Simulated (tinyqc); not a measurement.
## Inductance and parasitic capacitance from two readings

Question. A loss-free coil L in parallel with C shows the apparent inductance L/(1 - w^2 L C), w = 2 pi f. Find L, C and the self-resonance 1/(2 pi sqrt(L C)).

apparent inductance at 13 and 23 GHz (nH): [1.1276488, 2.1718638]

Solution. The inverse of the reading is 1/L - w^2 C, a straight line in w^2.

L = 0.9200 nH
C = 30.00 fF
self-resonance = 30.29 GHz

tinyqc, about 0.01 s, one thread, Intel Xeon 2.30GHz (shared host): `OMP_NUM_THREADS=1 python tinyqc.py 2302005 2302006 out.jsonl`
